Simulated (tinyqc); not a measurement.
Out-diffusion of a doped substrate or buried layer into a growing epitaxial film: one step, computed by the program tinyqc.

x is counted from the original substrate surface into the film, whose surface moves as x = v t. Substrate dopant has one diffusivity; the dopant of the film is taken as uniform.

Task: Profile in the film. After growth and the later budget: l2 = 2 sqrt(D t + (Dt)2); C(x) = (C_s/2) erfc(x/l2) + share x C_s exp(-x/decay length) for x > 0 (autodoping taken as unchanged by the later budget). The transition x_t solves C(x) = C_e, where the total doping is twice the intended value. Positions are 0.05, 0.2, 0.4, 0.6, 0.8, 1, 1.25 and 1.5 of x_t with autodoping (any beyond the film thickness are formal); net doping = C + C_e.

Inputs (values chosen for the exercise, modelled on arsenic in silicon):
```
quantity                                            value    unit
substrate concentration C_s                       5.9e+18  1/cm^3
film doping C_e                                   5.2e+15  1/cm^3
growth temperature T                                 1075       C
autodoping level at the start, as a share of C_s    0.001       -
decay length of autodoping                           0.58      um
```

Film doping: same type as the substrate.

x_t with autodoping = 0.3682607 um

length l2 = 0.1536963 um

Give: Concentrations (1/cm^3).

Result:

Concentrations (1/cm^3):
```
x/x_t  x (um)  diffusion  autodoping  net doping
0.05   0.0184  2.553e+18   5.716e+15   2.564e+18
0.20   0.0737  1.469e+18   5.196e+15   1.479e+18
0.40   0.1473  5.171e+17   4.577e+15   5.269e+17
0.60   0.2210  1.240e+17   4.031e+15   1.333e+17
0.80   0.2946  1.980e+16   3.550e+15   2.855e+16
1.00   0.3683  2.073e+15   3.127e+15   1.040e+16
1.25   0.4603  6.724e+13   2.668e+15   7.935e+15
1.50   0.5524  1.097e+12   2.276e+15   7.477e+15
```
